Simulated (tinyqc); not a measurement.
Ranking of structures: pair-potential crystal by lattice sums. Computed by tinyqc, a small Python program. Command: `OMP_NUM_THREADS=1 python tinyqc.py 3005202 3005203 out.jsonl pairsum walk`. One thread of a shared host (Intel(R) Xeon(R) Processor @ 2.30GHz), about 0.01 s of CPU time with the checks.

Energy per atom E = (1/2) sum over neighbours of phi(r); d is the nearest-neighbour distance.

Inputs (values chosen for the exercise, for model atoms):

| quantity | value | unit |
|---|---|---|
| well depth eps | 0.0342 | eV |
| pair minimum r0 | 3.06 | angstrom |
| cut-off r_c/r0 | 1.9 | - |
| stiffness alpha r0 | 5.4 | - |

Potential: Morse. Structure: bcc.

Constants: 1 eV/angstrom^3 = 160.2176634 GPa.

Method:
- phi0(r) = eps [exp(-2 alpha (r - r0)) - 2 exp(-alpha (r - r0))]; shifted-force cut-off: phi(r) = phi0(r) - phi0(r_c) - (r - r_c) phi0'(r_c) for r < r_c, zero beyond.
- Shells (distance in units of d, count): fcc 1.0000 (12), 1.4142 (6), 1.7321 (24), 2.0000 (12), 2.2361 (24), 2.4495 (8), 2.6458 (48), 2.8284 (6), 3.0000 (36), 3.1623 (24); hcp 1.0000 (12), 1.4142 (6), 1.6330 (2), 1.7321 (18), 1.9149 (12), 2.0000 (6), 2.2361 (12), 2.3805 (12), 2.4495 (6), 2.5166 (6), 2.5820 (12), 2.6458 (24), 2.7080 (6), 2.8868 (12), 3.0000 (12), 3.1091 (24), 3.1623 (12); bcc 1.0000 (8), 1.1547 (6), 1.6330 (12), 1.9149 (24), 2.0000 (8), 2.3094 (6), 2.5166 (24), 2.5820 (24), 2.8284 (24), 3.0000 (32); sc 1.0000 (6), 1.4142 (12), 1.7321 (8), 2.0000 (6), 2.2361 (24), 2.4495 (24), 2.8284 (12), 3.0000 (30), 3.1623 (24); diamond 1.0000 (4), 1.6330 (12), 1.9149 (12), 2.3094 (6), 2.5166 (12), 2.8284 (24), 3.0000 (16). Volumes per atom in d^3: fcc 0.70711, hcp 0.70711, bcc 0.76980, sc 1.00000, diamond 1.53960; hcp has the ideal c/a. Every shell inside the cut-off is summed.
- Equilibrium: dE/dd = 0 at the lowest minimum with d between 0.78 r0 and 1.45 r0; B = d^2 E''(d)/(9 Omega).

Each structure at its own equilibrium:

| structure | neighbours | d (angstrom) | E (eV/atom) | volume (angstrom^3) | B (GPa) |
|---|---|---|---|---|---|
| fcc | 12 | 3.0046 | -0.20722 | 19.179 | 11.850 |
| hcp | 12 | 3.0061 | -0.20712 | 19.209 | 11.591 |
| bcc | 8 | 2.9350 | -0.20041 | 19.462 | 11.019 |
| sc | 6 | 2.9111 | -0.13286 | 24.671 | 6.022 |
| diamond | 4 | 2.9890 | -0.06873 | 41.114 | 1.717 |

What follows from these numbers?

The order is fcc < hcp < bcc < sc < diamond; fcc lies 0.10 meV below hcp. fcc (-0.207220 eV) and hcp (-0.207119 eV) share two shells and differ from the third on. Pair forces reward the number of bonds: diamond reaches only 33 % of the best binding. Caution: each structure is relaxed in d alone and may be unstable against shear; the tiny fcc-hcp difference depends on the cut-off.

Extremes, crossings and ranges named in words are read from the listed rows.
